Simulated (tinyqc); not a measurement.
Plane-wave Kohn-Sham cycle with exchange-only LDA in a layered model solid, step by step. One step of it, computed by the program tinyqc.

Task: Iteration 2: Hamiltonian at one k. H(m,m') = (k + G_m)^2/2 delta + V(G_m - G_m'), with V(-G) = V(G).

A solid whose potential varies along x alone (atomic units):
```
parameter                      value
period a                    7.900000
cross-section of the cell  17.000000
electrons per cell                 2
grid points                       16
plane waves -n..n, n               2
k points                           3
V1 in V1 cos(2 pi x/a)     -0.560000
V2 in V2 cos(4 pi x/a)      0.150000
```

V(G_m), m = 0, 1, 2, ... (hartree): [-0.241381, -0.254835, 0.074875, -0.000047, 0.000129]

k = 0.000000 2 pi / a

Give: H.

Result:

H (hartree), order -2, -1, +0, +1, +2:
```
[[1.0238, -0.2548, 0.0749, 0.0000, 0.0001],
 [-0.2548, 0.0749, -0.2548, 0.0749, 0.0000],
 [0.0749, -0.2548, -0.2414, -0.2548, 0.0749],
 [0.0000, 0.0749, -0.2548, 0.0749, -0.2548],
 [0.0001, 0.0000, 0.0749, -0.2548, 1.0238]]
```
